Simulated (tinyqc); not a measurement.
From results to parameters: diatomic chain. Computed by the program tinyqc.

Problem. A chain of two alternating masses has one spring constant k; at the zone edge omega^2 = 2k/M and 2k/m, and wavenumber = 521.4708 sqrt(omega^2) with omega^2 in eV/(angstrom^2 u). Find k, the heavier mass and the optical wavenumber at q = 0.

wavenumbers at the zone edge (cm^-1): 143.198570  373.647551
lighter mass = 26.100000 u

Solution. The upper value gives k = m omega^2/2, the ratio of the squares gives M/m, and at q = 0 omega^2 = 2k (1/m + 1/M), the sum of the two.

k = 6.7000 eV/angstrom^2
heavier mass = 177.700 u
optical wavenumber at q = 0 = 400.1479 cm^-1
